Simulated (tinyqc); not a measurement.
Front-illuminated p-i-n photodiode, quantum efficiency and bandwidth: one step of the calculation.

Light enters through a p layer (0 to xp), a depleted layer (xp to xp + wi) and a thick n substrate, decaying as exp(-al x); one pass, no back reflection. Carriers made in the depleted layer are all collected; those in the neutral layers diffuse.

Problem. Quantum efficiency. k = al Ln, s = S Ln/Dn, e = exp(-al xp); front layer f1 = (k/(k^2 - 1)) {[s + k - e (s cosh(xp/Ln) + sinh(xp/Ln))]/[s sinh(xp/Ln) + cosh(xp/Ln)] - k e}; depleted layer f2 = e (1 - exp(-al wi)); substrate f3 = e exp(-al wi) al Lp/(1 + al Lp); external efficiency (1 - Rf)(f1 + f2 + f3); responsivity = efficiency q lam/(h c).

Parameters, values chosen for the exercise; values close to those of gallium arsenide at this wavelength:
- lam = 850 nm (wavelength)
- al = 10000 1/cm (absorption coefficient)
- Rf = 0.05 (reflectance of the front face)
- xp = 0.095 um (thickness of the front p layer)
- wi = 1.3 um (thickness of the depleted layer)
- Dn = 64 cm^2/s (electron diffusion coefficient in the p layer)
- Ln = 2 um (electron diffusion length in the p layer)
- S = 3e5 cm/s (recombination velocity of the front surface)
- Lp = 67 um (hole diffusion length in the thick n substrate)

Constants: q = 1.602176634e-19 C, h = 6.62607015e-34 J s, c = 299792458 m/s. Results are converted to the units shown.

Find: s; f1; f2; f3; external efficiency; responsivity.

Solution.

s = 0.9375
f1 = 0.08860
f2 = 0.6615
f3 = 0.2442
external efficiency = 0.9446
responsivity = 0.6476 A/W

The front layer absorbs 9.06 % of the light that enters and collects 97.8 % of that. Diffusion from the neutral layers makes up 33.5 % of the current.

Program tinyqc, `OMP_NUM_THREADS=1 python tinyqc.py 2250027 2250028 out.jsonl`; Intel Xeon 2.30GHz, shared host, one thread, about 0.01 s.
